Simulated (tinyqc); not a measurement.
Hot carriers by balance equations with a heated Maxwellian: one step, computed by the program tinyqc.

The carriers follow a Maxwellian at an electron temperature T_e, slightly displaced; the drift energy is neglected against k_B T_e. The balance averages the rate, not the time, so mu_0 lies below the relaxation-time value.

Task: Drift velocity. Parabolic band: E = hbar^2 k^2/(2 m), speed v = hbar k/m, states per spin, volume and energy g(E) = m k/(2 pi^2 hbar^2). Masses are multiplied by m_0 and all formulas are in SI units. Phonon occupation N_q = 1/(exp(hbar w/(k_B T)) - 1). Acoustic deformation potential (elastic, equipartition, absorption and emission together): 1/tau = 2 pi k_B T D_A^2 g(E)/(hbar rho v_l^2). Optical or intervalley deformation potential: 1/tau = (pi Z_f D_o^2/(rho w)) [N_q g(E + hbar w) + (N_q + 1) g(E - hbar w)], with g = 0 below the band edge. Averages over the Maxwellian, <y> = int y x^(1/2) exp(-x) dx / int x^(1/2) exp(-x) dx with x = E/(k_B T_e), split at x_0 = hbar w/(k_B T_e): 64 Gauss-Legendre points in sqrt(x) below it and 128 in sqrt(x - x_0) above it, up to x = 32. Momentum balance: mu(T_e) = e/(m nu), nu = <x (sum of rates)>/<x>. Power lost per carrier: P(T_e) = hbar w <emission rate - absorption rate> + <(2 m v_l^2/(k_B T)) (E - 2 k_B T) acoustic rate>. v = mu(T_e) F; warm-carrier coefficient (mu/mu_0 - 1)/F^2.

Inputs (values chosen for the exercise, modelled on electrons in diamond):

| quantity | value | unit |
|---|---|---|
| effective mass m | 0.503 | m_0 |
| density rho | 3515 | kg/m^3 |
| sound velocity v_l | 18000 | m/s |
| acoustic deformation potential D_A | 8.2 | eV |
| phonon energy hbar w | 144 | meV |
| optical or intervalley deformation potential D_o | 7 | 1e8 eV/cm |
| final valleys Z_f | 5 | - |
| lattice temperature T | 250 | K |
| electric field F | 5.1 | kV/cm |

Band: parabolic. Solver: damped fixed point.

electron temperature T_e = 510.2939 K

low-field mobility mu_0 = 5935.167 cm^2/(V s)

Constants: k_B = 8.617333262e-05 eV/K; k_B = 1.380649e-23 J/K; e = 1.602176634e-19 C; hbar = 1.054571817e-34 J s; m_0 = 9.1093837015e-31 kg; hbar = 6.582119569e-16 eV s.

Give: mobility mu(T_e); drift velocity; mu/mu_0; (mu/mu_0 - 1)/F^2.

Result:

mobility mu(T_e) = 1880.3 cm^2/(V s)

drift velocity = 0.95895 1e7 cm/s

mu/mu_0 = 0.31681

(mu/mu_0 - 1)/F^2 = -0.026267 cm^2/kV^2

Caution: the drift energy m v^2/2 is not small against the heating (3/2) k_B (T_e - T), so T_e - T is rough.
